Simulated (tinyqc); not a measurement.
Double-gate transistor below threshold, two-dimensional Poisson equation on a small mesh: one step of the calculation.

Half of a symmetric double-gate structure: row 0 is the mid-plane of the body, where the normal field vanishes. Mobile charge is neglected (subthreshold), the body is fully depleted, and potentials are counted from the intrinsic level; rows run upward to the gate, columns from source to drain.

Question. Direct solution. Solve A psi = b.

A:
```
            (0,1)       (0,2)       (0,3)       (1,1)       (1,2)       (1,3)
(0,1)   22.366667   -4.583333    0.000000  -13.200000    0.000000    0.000000
(0,2)   -4.583333   22.366667   -4.583333    0.000000  -13.200000    0.000000
(0,3)    0.000000   -4.583333   22.366667    0.000000    0.000000  -13.200000
(1,1)  -13.200000    0.000000    0.000000   73.200000  -15.000000    0.000000
(1,2)    0.000000  -13.200000    0.000000  -15.000000   73.200000  -15.000000
(1,3)    0.000000    0.000000  -13.200000    0.000000  -15.000000   73.200000
```

b (V): (0,1) 2.359764, (0,2) -0.298570, (0,3) 4.651430, (1,1) 6.301430, (1,2) -2.398570, (1,3) 13.801430

Give: psi at the free nodes.

Answer.

psi at the free nodes (V): (0,1) 0.22413, (0,2) 0.16523, (0,3) 0.40646, (1,1) 0.14364, (1,2) 0.08363, (1,3) 0.27898

Numbers from tinyqc (`OMP_NUM_THREADS=1 python tinyqc.py 2480024 2480025 out.jsonl`; about 0.09 s on one thread of a shared Intel Xeon 2.30GHz).
